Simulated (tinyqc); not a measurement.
# Via and link resistance from two via chains

Question. A chain of 5000 vias joined by 5000 metal links has R = 5000 (Rv + Rlink), with Rlink proportional to the link length. Find Rv, Rlink for length L, and the value of Rv that the short chain would give if the links were ignored.

resistance of chains of 5000 links with link lengths L and 3 L (ohm): [2.8e5, 4.2e5]

Solution. R per link is a straight line in the link length; its intercept at zero length is Rv.

Rv = 42.0 ohm
Rlink = 14.0 ohm
Rv without correction = 56.0 ohm

Numbers from tinyqc (`OMP_NUM_THREADS=1 python tinyqc.py 2750053 2750054 out.jsonl`; about 0.01 s on one thread of a shared Intel Xeon 2.30GHz).
